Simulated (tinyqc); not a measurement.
Finite-size error of a charged defect in a periodic cell: Madelung and Makov-Payne terms: one step, computed by the program tinyqc.

L is the cube root of the cell volume. The defect charge is a Gaussian, rho(r) = q (2 pi sigma^2)^(-3/2) exp(-r^2/2 sigma^2), repeated periodically in a uniform neutralising background and screened by a continuum. The model cell energy is E(L) = E_0 + [periodic - isolated electrostatic energy].

Task: Madelung energy. Ewald sum for a unit point charge: scale each Cartesian component of the cell by 1/sqrt(eps_i), giving R', G' and V'; E = [ (1/2) sum erfc(eta R')/R' + (2 pi/V') sum exp(-G'^2/4 eta^2)/G'^2 - eta/sqrt(pi) - pi/(2 V' eta^2) ] e^2/(4 pi eps_0) / sqrt(eps_x eps_y eps_z), over n_i = -6..6, omitting n = (0,0,0), eta = 2/V'^(1/3). alpha = -2 E eps_g L/(e^2/(4 pi eps_0)), eps_g = (eps_x eps_y eps_z)^(1/3).

Inputs (values chosen for the exercise, for a model uniaxial host):
```
quantity                    value      unit
charge q                        2         e
cell length L                14.6  angstrom
dielectric constant eps_xy   20.4         -
dielectric constant eps_z    22.7         -
```

Supercell lattice: tetragonal. Screening: uniaxial.

cell vectors (rows) (angstrom):
```
          1         2         3
1  12.61563   0.00000   0.00000
2   0.00000  12.61563   0.00000
3   0.00000   0.00000  19.55423
```

Constants: e^2/(4 pi eps_0) = 14.39964548 eV angstrom.

Give: terms for a unit charge; Madelung constant alpha; point-charge correction -q^2 E.

Result:

terms for a unit charge (eV): real space 0.00141, reciprocal 0.00695, self -0.05265, background -0.01832

Madelung constant alpha = 2.684

point-charge correction -q^2 E = 0.2504 eV

Cubic cells have alpha = 2.837 (sc) to 2.888 (fcc, bcc); this cell, as seen through the screening, is so far from compact that alpha drops well below.
